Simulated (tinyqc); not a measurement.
FinFET, parasitic resistance, capacitance and delay: one step of the calculation.

Nf fins under one contact; each has gated perimeter p = 2 Hf + Wf and cross-section A = Hf Wf; contact width Wc = Nf pf, stack height Hs = Hf. Contact length Lc = CPP - Lg - 2 Lsp, shared by two neighbouring gates. Source and drain sides are equal. The formulas are first-order estimates, not field solutions.

Question. Fin currents at Vgs = Vdd, Vds = Vdd/2. One fin: I = p Q vx u/(1 + |u|^1.8)^(1/1.8), Q = Cinv n Vt ln(1 + exp((Vg' - VT + dl Vd')/(n Vt))), u = Vd' mu/(vx Lg), Vg' = Vgs - v, Vd' = Vds - 2 v, with the drop on each side v = Rc (sum of I) + Rx I. I(new) = I + 0.5 (I(out) - I).

Values chosen for this exercise; values close to those of silicon logic devices:

| symbol | value | unit | meaning |
|---|---|---|---|
| T | 300 | K | temperature |
| Hf | 35 | nm | fin height |
| Wf | 7 | nm | fin width |
| Lg | 16 | nm | gate length |
| Cinv | 3.6 | uF/cm^2 | inversion capacitance |
| vx | 1e7 | cm/s | injection velocity |
| mu | 280 | cm^2/(V s) | apparent mobility |
| VT | 0.2 | V | threshold at zero drain voltage |
| dl | 0.042 | V/V | barrier lowering |
| n | 1.16 |  | subthreshold factor |
| Vdd | 0.6 | V | supply voltage |

Constants: q = 1.602176634e-19 C, kB = 1.380649e-23 J/K, Vt = kB T/q. Results are converted to the units shown.

I at the start (uA): fin 1 0, fin 2 0, fin 3 0
Rc = 288.82233 ohm
Rx = 261.22449 ohm

Wanted: drop v; I(out); I after iteration 1.

Answer.

drop v (mV): fin 1 0, fin 2 0, fin 3 0
I(out) (uA): fin 1 111.3, fin 2 111.3, fin 3 111.3
I after iteration 1 (uA): fin 1 55.64, fin 2 55.64, fin 3 55.64

Computed by the program tinyqc: `OMP_NUM_THREADS=1 python tinyqc.py 2170162 2170163 out.jsonl`, one thread of a shared Intel Xeon 2.30GHz, about 0.04 s for the whole run.
